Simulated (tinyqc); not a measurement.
Input admittance of a MOSFET at zero drain bias: distributed channel and distributed gate: two steps of the calculation.

Source and drain grounded, strong inversion, w = 2 pi f, Cox = eps0 eox/tox. The channel is an RC line of resistance 1/(mu Cox Vo) per square fed from both ends, so one finger has the intrinsic admittance y = i w Cox L tanh(g)/g per width, g = (1/2) sqrt(i w tau), tau = L^2/(mu Vo). The vertical resistance rv/L is in series with y, the overlaps 2 i w Cov in parallel: y_t = 1/(1/y + rv/L) + 2 i w Cov. The gate strip is a line of Rsh/L per length loaded by y_t, so a finger has Y = y_t Wf tanh(k)/k, k = (Wf/sd) sqrt(y_t Rsh/L); the device has Nf Y.

Inputs (values chosen for the exercise); values of the order met in silicon radio-frequency transistors: relative permittivity of the gate insulator (close to zirconium oxide) eox = 24.6; insulator thickness tox = 5.7 nm; channel length L = 0.34 um; finger width Wf = 19 um; number of fingers Nf = 16; channel mobility mu = 120 cm^2/(V s); gate overdrive Vo = 0.74 V; sheet resistance of the gate Rsh = 3.6 ohm/square; vertical resistivity of the gate stack rv = 7.9 ohm um^2; number of ends at which a finger is contacted sd = 1; overlap and fringe capacitance on each side Cov = 0.2 fF/um; frequency f = 1.9 GHz.

Constants: eps0 = 8.8541878128e-14 F/cm where lengths are in cm. Results are converted to the units shown.

Problem 1. Low-frequency resistances and capacitance. Low-frequency limits, with c = Cox L and ct = c + 2 Cov: R_strip = Rsh Wf/(3 sd^2 L Nf), R_ch = (c/ct)^2 L/(12 mu Cox Vo Wf Nf), R_vert = (c/ct)^2 rv/(L Wf Nf), C = ct Wf Nf.

Wanted: parts; sum; C; 1/(2 pi R C).

Solution 1.

parts (ohm): strip 4.191, channel 0.2585, vertical 0.07193
sum = 4.522 ohm
C = 4071 fF
1/(2 pi R C) = 8.646 GHz

The strip term is the largest, 92.7 % of the sum.

Problem 2. Admittance of the channel and stack per width. tau, g, c = Cox L, y and y_t as defined.

Find: tau; g; c; y; y_t.

Solution 2.

tau = 13.02 ps
g = 0.1394+0.1394i
c = 12.99 fF/um
y = 2.0+155.1i uS/um
y_t = 2.6+159.8i uS/um

w tau = 0.155, and Im y is 1.00 of w c.

Computed by the program tinyqc: `OMP_NUM_THREADS=1 python tinyqc.py 2262196 2262197 out.jsonl`, one thread of a shared Intel Xeon 2.30GHz, about 0.01 s for the whole run.
